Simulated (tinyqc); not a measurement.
Vertical double-diffused power MOSFET, components of the on-resistance: On-resistance against the temperature.

Stripe cells of pitch Wp + a, two channels a cell. Current flows through the channels, spreads in the accumulation layer, passes the gap between the p bodies and spreads at 45 degrees into the drift layer below them. Low drain voltage, full ionisation.

Triangular field at breakdown with Ec = Kc N^(1/8): BV = eps0 eps_r Ec^2/(2 q N), so N = (eps0 eps_r Kc^2/(2 q BV))^(4/3); W = 2 BV/Ec; mu = mud (T/300 K)^(-bt); rho = 1/(q mu N); ideal resistance rho W. Pitch p = Wp + a, Cox = 3.9 eps0/tox; zero-bias depletion in the gap w0 = sqrt(2 eps0 eps_r Vbi/(q N Nj)), open gap g = a - 2 w0; R_ch = Lc p/(2 mch Cox Vov); R_acc = 0.6 a p/(4 mac Cox Vov), 0.6 being an empirical factor for current leaving the layer along its length; R_gap = (rho/Nj) xp p/g; spreading depth t = min(W, (p - g)/2); R_drift = (rho p/2) ln((g + 2 t)/g) + rho (W - t); R_on = the sum with Rs.

Values chosen for this exercise; bulk values close to those of gallium nitride:
```
symbol  value                    unit                                             meaning
eps_r    9.46                                                       relative permittivity
Kc      26200  V/cm per (cm^-3)^(1/8)                             critical-field constant
BV       1200                       V          rated breakdown voltage of the drift layer
mud       877              cm^2/(V s)                             drift mobility at 300 K
bt        2.2                                  temperature exponent of the drift mobility
tox        34                      nm                    gate oxide thickness (eps_r 3.9)
Vov         8                       V                                      gate overdrive
mch        36              cm^2/(V s)                                    channel mobility
mac        71              cm^2/(V s)                         accumulation-layer mobility
Lc        0.9                      um                                      channel length
Wp        2.8                      um  width of the p body in one cell, channels included
a         2.1                      um                   gap between neighbouring p bodies
xp        1.9                      um                                 depth of the p body
Nj          1                                     doping of the gap over the drift doping
Vbi      3.04                       V               built-in voltage of the body junction
Rs       0.17               mohm cm^2                    substrate and contact resistance
```

Constants: q = 1.602176634e-19 C, eps0 = 8.8541878128e-14 F/cm where lengths are in cm. Results are converted to the units shown.

The same in every row: R_ch (mohm cm^2) = 0.7538; R_acc (mohm cm^2) = 0.2676.

On-resistance against the temperature:

| T (K) | R_gap (mohm cm^2) | R_drift (mohm cm^2) | R_on (mohm cm^2) | ideal (mohm cm^2) | largest term |
|---|---|---|---|---|---|
| 250 | 0.2096 | 0.2817 | 1.683 | 0.2387 | channel |
| 290 | 0.2906 | 0.3904 | 1.872 | 0.3309 | channel |
| 330 | 0.3861 | 0.5188 | 2.096 | 0.4397 | channel |
| 370 | 0.4966 | 0.6673 | 2.355 | 0.5656 | channel |
| 410 | 0.6225 | 0.8363 | 2.650 | 0.7089 | drift |
| 450 | 0.7640 | 1.026 | 2.982 | 0.8700 | drift |
| 490 | 0.9214 | 1.238 | 3.351 | 1.049 | drift |

What does the comparison show?

R_on rises from 1.68 to 3.35 mohm cm^2. The channel term is the largest at T = 250, the drift term from 410 on. R_on is 7.05 times the ideal drift resistance in the first row and 3.19 times in the last. Only the drift mobility depends on T in this model.

Computed by the program tinyqc: `OMP_NUM_THREADS=1 python tinyqc.py 2230043 2230044 out.jsonl`, one thread of a shared Intel Xeon 2.30GHz, about 0.01 s for the whole run.
